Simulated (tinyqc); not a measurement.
Resistance of a tapered via with liner, size effect and interface: one step of the calculation.

A round via whose diameter grows from db at the bottom as D(z) = db + 2 z/tan(ang). The fill, of diameter D - 2 tl, starts above the bottom liner (thickness fb tl) and has rho = rho0 (1 + ks lam/(D - 2 tl)); the sidewall liner conducts in parallel with it. The bottom liner and the interface are crossed over the full area pi db^2/4. Spreading in the lines above and below is left out.

Question. Total resistance. R_fill = sum of the slices; R_bottom = rl fb tl/(pi db^2/4); R_interface = ri/(pi db^2/4); ballistic (Sharvin) limit 1/(Sb pi (db - 2 tl)^2/4); ideal cylinder rho0 hv/(pi db^2/4).

Inputs (values chosen for the exercise); fill metal close to ruthenium: diameter at the bottom db = 24 nm; height hv = 92 nm; bulk resistivity of the fill rho0 = 7.87 uohm cm; liner on the sidewall tl = 0.2 nm; liner at the bottom over that on the sidewall fb = 1; resistivity of the liner rl = 230 uohm cm; interface resistivity at the bottom ri = 5.3e-12 ohm cm^2; ballistic conductance per area, about 3/(4 rho0 lam) Sb = 1.5e15 S/m^2.

```
slice,slice resistance (ohm)
0,2.6379321
1,2.3433195
2,2.0952453
3,1.8844311
4,1.7037944
5,1.5478551
6,1.4123195
```

Give: parts; R; shares; ballistic limit; ideal cylinder.

Answer.

parts (ohm): fill 13.625, bottom liner 1.0168, interface 1.1716
R = 15.813 ohm
shares (%): fill 86.161, bottom liner 6.430, interface 7.409
ballistic limit = 1.5240 ohm
ideal cylinder = 16.005 ohm

The fill is the largest part, and R is 0.988 times the ideal cylinder. With 2000 slices R = 15.823 ohm.

Numbers from tinyqc (`OMP_NUM_THREADS=1 python tinyqc.py 2750083 2750084 out.jsonl`; about 0.01 s on one thread of a shared Intel Xeon 2.30GHz).
